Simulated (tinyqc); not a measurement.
# Concentration-dependent dopant diffusion with charged defects and the built-in field, step by step

A worked calculation. Computed by tinyqc, a small Python program that keeps every step. Command: `OMP_NUM_THREADS=1 python tinyqc.py 3026278 3026279 out.jsonl extrinsic walk`. One thread of a shared host (Intel(R) Xeon(R) Processor @ 2.30GHz), about 0.07 s of CPU time with the checks. Intermediate numbers are printed to about 7 digits and carried at full precision; extremes and crossings named in words are read from the listed rows.

A constant source C_s feeds a half space. The dopant moves through neutral point defects and through charged ones, whose number grows with the majority carrier density n.

Inputs (values chosen for the exercise, modelled on antimony in silicon): neutral prefactor D0x = 0.225 cm^2/s; neutral activation energy E0 = 3.66 eV; singly charged prefactor D01 = 15.3 cm^2/s; activation energy E1 = 4.07 eV; surface concentration C_s = 1.1e+19 1/cm^3; junction level C_B = 1.8e+15 1/cm^3; temperature T = 925 C; time t = 6700 s.

Field enhancement: off.

Constants: k_B = 8.617333262e-05 eV/K.

## Intrinsic density and partial diffusivities

n_i = 3.87e16 T^1.5 exp(-7014/T) per cm^3 (T in kelvin, an empirical form); each D = prefactor x exp(-E/(k_B T)); the intrinsic diffusivity D_i is their sum. Temperatures in kelvin are T(C) + 273.15.

n_i = 4.603700e+18 1/cm^3

partial diffusivities (cm^2/s): Dx 9.059933e-17, D1 1.161585e-16

intrinsic diffusivity D_i = 2.067578e-16 cm^2/s

## Diffusivity at the surface

n = C/2 + sqrt(C^2/4 + n_i^2); D(C) = h [Dx + D1 (n/n_i)], h = 1.

n/n_i = 2.752667

field factor h = 1

surface diffusivity D_s = 4.103449e-16 cm^2/s

enhancement D_s/D_i = 1.984665

C_s is 2.39 times n_i: diffusion is extrinsic near the surface. Caution: the built-in field is switched off although C_s exceeds n_i; with it D_s would be larger by the factor 1 + C_s/sqrt(C_s^2 + 4 n_i^2).

## Similarity solution

With y = x/sqrt(D_s t), u = C/C_s and q = -(D/D_s) du/dy: du/dy = -q D_s/D, dq/dy = -(y/2) q D_s/D, u(0) = 1. The surface flux q(0) is shot so that u tends to 0 (LSODA, an adaptive multistep solver, relative tolerance 1e-10). Dose Q = 2 q(0) C_s sqrt(D_s t). The junction lies where C = C_B.

surface flux q(0) = 0.5035592

dose Q = 1.836899e+13 1/cm^2

junction in units of sqrt(D_s t) = 3.948897

junction depth x_j = 65.47684 nm

For a constant D, q(0) = 1/sqrt(pi) = 0.5642; for D proportional to C it tends to 0.444, with the front at y = 1.616.

## Where the concentration falls to given levels

For comparison, erfc profiles with a constant D: x = 2 sqrt(D t) erfc^-1(C/C_s), with D = D_i and D = D_s.

Depth (nm):
```
C/C_s         D/D_s      full  erfc with D_i  erfc with D_s
8.00e-01  0.8829106   6.27587        4.21696        5.94077
5.00e-01  0.7196157  15.27070       11.22687       15.81621
2.00e-01  0.5794694  26.12039       21.33141       30.05128
1.00e-01  0.5396952  32.00099       27.37856       38.57040
3.00e-02  0.5141909  40.23753       36.12112       50.88676
1.00e-02  0.5072656  46.57072       42.87464       60.40098
1.00e-03  0.5042019  57.83652       54.77076       77.16003
1.00e-04  0.5038973  67.42036       64.75884       91.23104
```

The depth between C/C_s = 0.1 and 1e-4 spans 35.4 nm in the full profile, against 37.4 nm for D_i and 52.7 nm for D_s; the ratio of the depths at 1e-4 and at 0.5 is 4.42, against 5.77 for any erfc. The profile is moderately steepened.

Checks made by the program: dose from the flux against the area under the profile (relative difference 2e-07).
